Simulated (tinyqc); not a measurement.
# Inputs raised by 5 %, one at a time

Model: Deal-Grove kinetics of thermal oxidation of silicon. Computed by tinyqc, a small Python program. Command: `OMP_NUM_THREADS=1 python tinyqc.py 3023771 3023772 out.jsonl oxide sens`. One thread of a shared host (Intel(R) Xeon(R) Processor @ 2.30GHz), about 0.2 s of CPU time with the checks.

Oxidant diffuses through the oxide and reacts at the interface, so that dx/dt = B/(A + 2x) for the oxide thickness x.

Inputs (values chosen for the exercise, close to those used for silicon): prefactor B0 = 439 um^2/h; activation energy E_B = 0.786 eV; prefactor (B/A)0 = 1.62e+08 um/h; activation energy E_A = 2.06 eV; temperature T = 875 C; oxidant pressure p = 0.5 atm; pressure exponent m of B/A = 1; initial oxide x_i = 0.05 um; time t = 1.1 h; field oxide beside the window x_f = 0.84 um.

Ambient: steam. Surface: (111). Extension: masking step.

Constants: k_B = 8.617333262e-05 eV/K.

Method:
- B = B0 p exp(-E_B/(k_B T)), B/A = (B/A)0 p^m exp(-E_A/(k_B T)), p in atm; A = B/(B/A).
- Temperatures in kelvin are T(C) + 273.15.
- tau = (x_i^2 + A x_i)/B and x = (A/2) [sqrt(1 + 4 B (t + tau)/A^2) - 1], the root of x^2 + A x = B (t + tau).
- Silicon consumed is 0.44 times the oxide grown; the rate is B/(A + 2x).
- The same oxidation acts on the field oxide, with x_f in place of x_i. Each region consumes 0.44 times the oxide it grows; the step in the silicon surface is the difference, and the step in the oxide surface is (x_f(new) - 0.44 growth) against the same for the window, counted from the silicon surface before this oxidation.

Runs:
```
input moved                      from         to  oxide thickness x (um)  length A (um)  tau (h)  step in the silicon (um)
base run                            -          -                  0.1197          1.060   0.7126                   0.01705
prefactor B0 (um^2/h)             439     460.95                  0.1201          1.113   0.7110                   0.01684
activation energy E_B (eV)      0.786     0.8253                  0.1156          0.712   0.7282                   0.01837
prefactor (B/A)0 (um/h)     162000000  170100000                  0.1225          1.009   0.6802                   0.01804
oxidant pressure p (atm)          0.5      0.525                  0.1230          1.060   0.6786                   0.01783
initial oxide x_i (um)           0.05     0.0525                  0.1219          1.060   0.7499                   0.01694
time t (h)                        1.1      1.155                  0.1230          1.060   0.7126                   0.01783
```

Exponents ln(y'/y) / ln(x'/x):
```
input                  oxide thickness x  length A     tau  step in the silicon
prefactor B0                       0.075     1.000  -0.044               -0.260
activation energy E_B             -0.713    -8.141   0.446                1.526
prefactor (B/A)0                   0.476    -1.000  -0.954                1.153
oxidant pressure p                 0.556     0.000  -1.000                0.911
initial oxide x_i                  0.379     0.000   1.046               -0.142
time t                             0.556     0.000   0.000                0.911
```

Among the inputs moved here: oxide thickness x answers most in size to activation energy E_B (exponent -0.713), next to oxidant pressure p (+0.556). Length A answers most in size to activation energy E_B (exponent -8.141), next to prefactor B0 (+1.000); its exponent is below 0.0005 for oxidant pressure p, initial oxide x_i, time t. Its exponent +1.000 in prefactor B0: A = B/(B/A). Its exponent -1.000 in prefactor (B/A)0: A = B/(B/A). tau answers most in size to initial oxide x_i (exponent +1.046), next to oxidant pressure p (-1.000); its exponent is below 0.0005 for time t. Step in the silicon answers most in size to activation energy E_B (exponent +1.526), next to prefactor (B/A)0 (+1.153).
